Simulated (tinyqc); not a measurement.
## Charge imbalance from the loss of breakdown voltage

Inverse problem. In a superjunction of pillar doping N and length Lp an imbalance dl lowers BV by q |dl| N Lp^2/(4 eps0 eps_r), as long as the field reaches through the pillar. Find |dl| and the net dose error |dl| N wp.

Values chosen for this exercise:
- eps_r = 9.39 (relative permittivity of the semiconductor)
- wp = 0.8 um (width of each pillar)

Constants: q = 1.602176634e-19 C, eps0 = 8.8541878128e-14 F/cm where lengths are in cm. Results are converted to the units shown.

BV balanced and BV measured (V): 3200  2379.6326
N = 1.7695315e17 cm^-3
Lp = 18.538645 um

Solution. The loss is linear in |dl|; its sign cannot be told from BV.

|dl| = 2.800 %
dose error = 3.964e11 cm^-2

Numbers from tinyqc (`OMP_NUM_THREADS=1 python tinyqc.py 2590103 2590104 out.jsonl`; about 0.01 s on one thread of a shared Intel Xeon 2.30GHz).
